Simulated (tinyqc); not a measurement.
Stoner model of a band ferromagnet: one step. The ground state. Three cases, with inputs chosen for the exercise.

Task: Take the lowest of E(0), the stationary points e(n_up) - e(n_down) = I m, and saturation.

Density of states per atom and spin: flat with a rise to the top, D(e) = (M/W) [1 - sp + 4 sp (e/W + 1/2)^3]. Levels e -/+ I m/2 for up and down spin, m = n_up - n_down, n_up + n_down = nd. At zero temperature e(N) is the energy below which N states lie, and E(m) = sum over spins of integral e D de - I m^2/4.

Case 1.

Values chosen: W = 4.7 eV (band width, e from -W/2 to W/2); M = 5 (states per atom and spin); nd = 7.08 (electrons per atom); sp = 0.34 (shape parameter); I = 0.58 eV (Stoner parameter).

Case 2.

Values chosen: W = 5.9 eV (band width, e from -W/2 to W/2); M = 5 (states per atom and spin); nd = 4.68 (electrons per atom); sp = 0.63 (shape parameter); I = 1.14 eV (Stoner parameter).

Case 3.

Values chosen: W = 4.3 eV (band width, e from -W/2 to W/2); M = 5 (states per atom and spin); nd = 9.04 (electrons per atom); sp = 0.43 (shape parameter); I = 0.5 eV (Stoner parameter).

Give: m; exchange splitting I m; E - E(0); n_up, n_down.

Result:

Case 1.

m = 0.000 muB
exchange splitting I m = 0.000 eV
E - E(0) = 0.0 meV

n_up, n_down: 3.540  3.540

The ground state is not magnetic.

Case 2.

m = 4.033 muB
exchange splitting I m = 4.597 eV
E - E(0) = -659.2 meV

n_up, n_down: 4.356  0.324

Both spin bands cross the Fermi level (a weak ferromagnet).

Case 3.

m = 0.960 muB
exchange splitting I m = 0.480 eV
E - E(0) = -19.4 meV

n_up, n_down: 5.000  4.040

The moment is saturated (a strong ferromagnet): the majority band is full.

Computed by tinyqc, one run a case: `OMP_NUM_THREADS=1 python tinyqc.py N N+1 out.jsonl` with N = 1652032, 1652337, 1680135; one thread of a shared Intel(R) Xeon(R) Processor @ 2.30GHz, about 0.3 s a run at most.
